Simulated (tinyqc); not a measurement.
Trench capacitor in an array: capacitance, non-linearity, leakage and relaxation: two steps of the calculation.

A film between two metal electrodes, each interface adding a series capacitance ci. The small-signal permittivity is ek (1 + aq E^2); the field is found with the linear permittivity. Leakage J = J0 sinh(E/Ef). After a voltage step the film passes a relaxation current kr C V tt^(-nr), tt being the time in seconds. The sidewall is a coaxial capacitor with radii a = dm/2 - t and b = dm/2, depth AR dm; the end face is left out.

Values chosen for this exercise; permittivity of the order of that of tantalum oxide:
- ek = 25.5 (relative permittivity of the film)
- t = 5 nm (film thickness)
- ci = 110 uF/cm^2 (capacitance of each electrode interface (dead layer and screening))
- aq = 0.0079 cm^2/MV^2 (quadratic field coefficient of the permittivity)
- V = 1.8 V (bias)
- J0 = 2.9e-11 A/cm^2 (leakage prefactor)
- Ef = 0.32 MV/cm (field for an e-fold rise of the leakage)
- dm = 40 nm (diameter of the hole)
- AR = 30 (aspect ratio, depth over diameter)
- pt = 79 nm (pitch of the square array)
- rho = 230 uohm cm (resistivity of the inner electrode)

Constants: eps0 = 8.8541878128e-14 F/cm where lengths are in cm. Results are converted to the units shown.

Problem 1. Planar capacitance, field and non-linearity. Planar film: Cf = eps0 ek/t, 1/C = 1/Cf + 2/ci, EOT = 3.9 eps0/C, effective permittivity C t/eps0, E = (V/t) C/Cf; quadratic coefficient [C(V)/C - 1]/V^2 with Cf (1 + aq E^2) in C(V).

Give: Cf; C; EOT; effective permittivity; E; quadratic coefficient; J.

Solution 1.

Cf = 4.5156 uF/cm^2
C = 4.1730 uF/cm^2
EOT = 0.82749 nm
effective permittivity = 23.565
E = 3.3269 MV/cm
quadratic coefficient = 24775 ppm/V^2
J = 4.7477e-7 A/cm^2

The interfaces take 7.59 % of the voltage.

Problem 2. Cell capacitance, fields and time constant. Per length 1/c = ln(b/a)/(2 pi eps0 ek) + (1/a + 1/b)/(2 pi ci); cell capacitance c AR dm; per footprint over pt^2; fields c V/(2 pi eps0 ek r) at r = a and b; resistance of the inner electrode rho AR dm/(pi a^2); time constant R C/3 of the distributed line.

Find: a; b; cell capacitance; capacitance per footprint; field at a; field at b; R; R C/3.

Solution 2.

a = 15.000 nm
b = 20.000 nm
cell capacitance = 5.4628 fF
capacitance per footprint = 87.530 uF/cm^2
field at a = 3.8507 MV/cm
field at b = 2.8881 MV/cm
R = 3.9046 kohm
R C/3 = 7.1100 ps

The array gives 21.0 times the planar capacitance per footprint; curvature makes the field at the inner electrode 1.16 times the planar value.

Numbers from tinyqc (`OMP_NUM_THREADS=1 python tinyqc.py 2102060 2102061 out.jsonl`; about 0.01 s on one thread of a shared Intel Xeon 2.30GHz).
